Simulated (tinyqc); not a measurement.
Inside a calculation. Method: geometry optimisation on the RHF/sto-3g surface (energies and gradients from PySCF), for BeH2, spin multiplicity 1. One step of it, computed by the program tinyqc.

Question. Step 1: move. Quasi-Newton step p = -H^(-1) g (first H = 0.6 times the unit matrix); steps longer than 0.3 bohr are cut back.

positions at the start (bohr):
```
            x          y          z
1Be  0.018897   0.051023   0.007559
2H   0.011338   2.282789   0.032125
3H   0.024566  -2.379165  -0.058582
```

gradient (hartree/bohr):
```
               x            y            z
1Be  -0.00014370   0.05910360   0.00151910
2H    0.00017499  -0.06060098  -0.00113246
3H   -0.00003129   0.00149739  -0.00038664
```

Give: positions after step 1.

Answer.

positions after step 1 (bohr):
```
          x        y        z
1Be  0.0191  -0.0475   0.0050
2H   0.0110   2.3838   0.0340
3H   0.0246  -2.3817  -0.0579
```
